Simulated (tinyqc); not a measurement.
Decay of LO phonons and the hot-phonon bottleneck in the cooling of electrons: one step, computed by the program tinyqc.

n(E, T) = 1/(exp(E/(k_B T)) - 1) is the Bose occupation. Electrons have a temperature T_e; the LO modes within their reach share one occupation N; the decay products stay at the lattice temperature.

Question. Lifetime and Raman width. Decay rate 1/tau = (1/tau_0) [1 + 2 n_2 + b (1 + 3 n_3 + 3 n_3^2)]/(1 + b), n_2 = n(hbar omega/2), n_3 = n(hbar omega/3). Full width Gamma = 1/(2 pi c tau) in 1/cm, c in cm/s.

Inputs (values chosen for the exercise, modelled on gallium arsenide):
```
quantity,value,unit
LO energy hbar omega,35.6,meV
"lifetime at T = 0, tau_0",11,ps
weight b of the three-phonon channel,0.044,-
lattice temperature T,250,K
```

Decay channel: two equal phonons plus a three-phonon channel.

Constants: k_B = 8.617333262e-05 eV/K; c = 299792458 m/s.

Give: thermal factor tau_0/tau; phonon lifetime tau; Raman width Gamma; equilibrium LO occupation N_0.

Answer.

thermal factor tau_0/tau = 2.897

phonon lifetime tau = 3.796 ps

Raman width Gamma = 1.398 1/cm

equilibrium LO occupation N_0 = 0.2370

Stimulated decay shortens the lifetime by 65 %.
